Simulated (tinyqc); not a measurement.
# Depth and level of a trap from the time ratio

Problem. For an oxide trap tc/te = exp(E/Vt) with E = E0 - dpsi - (xt/tox)(Vg - VT - dpsi), dpsi being the rise of the surface potential above its value at threshold. Find xt and E0, and the depth that would be read if dpsi were ignored.

Values chosen for this exercise:
- T = 300 K (temperature)
- tox = 1.5 nm (insulator thickness)

Constants: q = 1.602176634e-19 C, kB = 1.380649e-23 J/K, Vt = kB T/q. Results are converted to the units shown.

Vg - VT (V): [0.15, 0.3]
tc/te: [2.6399549, 0.12930117]
dpsi (V): [0.050428672, 0.070270724]

Answer. E + dpsi is a straight line in the oxide voltage Vg - VT - dpsi with slope -xt/tox and intercept E0. Ignoring dpsi assigns the motion of the bands to the trap and overstates its depth.

xt = 0.6700 nm
E0 = 0.1200 eV
depth read without dpsi = 0.7798 nm

tinyqc, about 0.01 s, one thread, Intel Xeon 2.30GHz (shared host): `OMP_NUM_THREADS=1 python tinyqc.py 2710125 2710126 out.jsonl`
